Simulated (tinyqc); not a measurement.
Density of surface states from the Kelvin-probe reading.

Problem. n-type bulk, xi = Ec - EF = Vt ln(Nc/Nd), p0 = ni^2/Nd, ni = sqrt(Nc Nv) exp(-Eg/(2 Vt)), Eg in volts. b is the upward band bending, u = b/Vt. Space charge per area, in units of q: Qc = sign(b) sqrt((2 eps0 eps_r Vt/q) [(Nd + dn)(exp(-u) - 1) + Nd u + (p0 + dn)(exp(u) - 1)]), with dn the excess density under light (flat quasi-Fermi levels; 0 in the dark). The states hold -Ds (E0 - xi - b): negative while the Fermi level lies above the neutrality level. Neutrality: Qc + Qf + (charge of the states) = 0. Work function chi + xi + b; contact potential difference CPD = (work function of the sample) - pt. Find b, Qc and Ds.

Inputs (values chosen for the exercise); band and dielectric values close to those of gallium arsenide:
```
symbol    value   unit                                                    meaning
T           300      K                                                temperature
Eg         1.41     eV                                                   band gap
eps_r        13                                             relative permittivity
Nc      4.48e17  cm^-3                     conduction-band density of states at T
Nv      8.83e18  cm^-3                        valence-band density of states at T
chi        4.11     eV                                          electron affinity
Nd       4.5e16  cm^-3                                              donor density
Qf            0  cm^-2                       fixed positive charge at the surface
pt         5.12     eV                             work function of the probe tip
E0         0.29     eV  depth of their neutrality level below the conduction edge
```

Constants: q = 1.602176634e-19 C, kB = 1.380649e-23 J/K, Vt = kB T/q, eps0 = 8.8541878128e-14 F/cm where lengths are in cm. Results are converted to the units shown.

CPD = -734.60933 mV

Solution. The CPD gives b, b gives Qc, and neutrality gives Ds.

b = 0.2160 V
Qc = 3.506e11 cm^-2
Ds = 2.400e13 cm^-2 eV^-1

Program tinyqc, `OMP_NUM_THREADS=1 python tinyqc.py 2430025 2430026 out.jsonl`; Intel Xeon 2.30GHz, shared host, one thread, about 0.01 s.
